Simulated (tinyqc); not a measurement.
Size effects in the resistivity of thin metal films and interconnect lines: one step, computed by the program tinyqc.

Electrons lose their drift at surfaces (a share 1 - p of the hits) and at grain boundaries (reflection R), besides bulk scattering.

Question. Surfaces. Fuchs-Sondheimer film: rho_b/rho = 1 - (3/(2 kappa))(1 - p) int_0^1 (s - s^3)(1 - exp(-kappa/s))/(1 - p exp(-kappa/s)) ds, f = rho/rho_b, kappa = thickness/lambda, 80 Gauss-Legendre points.

Inputs (values chosen for the exercise, modelled on platinum): bulk mean free path lambda = 7.04 nm; specularity p = 0; film thickness h = 15 nm.

Geometry: film.

Give: kappa = h/lambda; rho/rho_b from surfaces.

Answer.

kappa = h/lambda = 2.131

rho/rho_b from surfaces = 1.206

The thick-film form 1 + 3 (1 - p)/(8 kappa) gives 1.176, a deviation of -2.5 %.
